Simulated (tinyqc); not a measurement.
Raising U: Hubbard chain of 2 sites, mean field against exact. Computed by the program tinyqc. Collinear unrestricted mean field (the lowest of 40 random starts) against exact diagonalisation.

one-body matrix (hopping and site energies) (eV):
```
         1        2
1   0.0000  -0.8300
2  -0.8300   0.0000
```

electrons, up and down: 1  1

Exact and mean-field results (eV):
```
U          U/t   E exact  E mean field  mean |n_up - n_down|  double occupancy, exact  first gap in the sector
0.410    0.494  -1.46761      -1.45500                 0.000                    0.219                    1.468
0.830    1.000  -1.29609      -1.24500                 0.000                    0.189                    1.296
2.490    3.000  -0.83000      -0.55333                 0.745                    0.100                    0.830
3.320    4.000  -0.68759      -0.41500                 0.866                    0.073                    0.688
4.980    6.000  -0.50261      -0.27667                 0.943                    0.042                    0.503
6.640    8.000  -0.39187      -0.20750                 0.968                    0.026                    0.392
9.960   12.000  -0.26938      -0.13833                 0.986                    0.013                    0.269
16.600  20.000  -0.16437      -0.08300                 0.995                 4.85e-03                    0.164
```

Estimate the missing row, U = 1.66.

Computed row:
```
U        U/t   E exact  E mean field  mean |n_up - n_down|  double occupancy, exact  first gap in the sector
1.660  2.000  -1.02594      -0.83000              5.18e-04                    0.138                    1.026
```

In absolute terms mean field is worst at U/t = 3.0, 0.277 eV too high: at small U it is nearly exact, and at large U it misses only exchange-scale energies. For the symmetric dimer the instability lies at U = 2t. Its local moments set in at U/t = 3.0 of those listed, a broken symmetry that the exact state of a finite cluster with equal spins does not have. Relative to the exact energy its error is 0.9 % at the smallest U, 50 % at most and 50 % at the largest. The double occupancy falls from 0.219 to 0.005; at the largest U the first gap is 0.99 times the exchange scale 4t^2/U.
